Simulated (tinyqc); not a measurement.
# Pelgrom slope, floor and doping from two device sizes

Inverse problem. s^2 = A^2/(L W) + s0^2, with s0 independent of size and A = (q/Cox) sqrt(Na Wd/3) from random dopants alone, Cox = 3.9 eps0/ti. Find A, s0 and Na.

Values chosen for this exercise: oxide-equivalent thickness in inversion ti = 2.1 nm.

Constants: q = 1.602176634e-19 C, eps0 = 8.8541878128e-14 F/cm where lengths are in cm. Results are converted to the units shown.

s for gate areas 0.014 and 0.43 um^2 (mV): [13.5900992, 5.67210866]
Wd = 19.3735968 nm

Answer. s^2 is linear in 1/area: slope A^2, intercept s0^2.

A = 1.49 mV um
s0 = 5.20 mV
Na = 3.60e18 cm^-3

Computed by the program tinyqc: `OMP_NUM_THREADS=1 python tinyqc.py 2090049 2090050 out.jsonl`, one thread of a shared Intel Xeon 2.30GHz, about 0.01 s for the whole run.
